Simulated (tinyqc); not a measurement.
# Conversion gain and read noise from the photon-transfer curve

Question. Temporal variance = CG x mean output + vn^2 (dark signal removed), CG = q As/Cf. Find CG, vn, the read noise in electrons and Cf.

Values chosen for this exercise:
```
symbol  value  unit               meaning
As       0.87        source-follower gain
```

Constants: q = 1.602176634e-19 C. Results are converted to the units shown.

temporal variance at mean outputs of 27 and 160 mV (mV^2): [2.717123509, 15.95911339]

Solution. Poisson statistics make the slope equal to CG; the intercept is vn^2.

CG = 99.56 uV/electron
vn = 170.0 uV
read noise = 1.707 electrons
Cf = 1.400 fF

Numbers from tinyqc (`OMP_NUM_THREADS=1 python tinyqc.py 2630038 2630039 out.jsonl`; about 0.01 s on one thread of a shared Intel Xeon 2.30GHz).
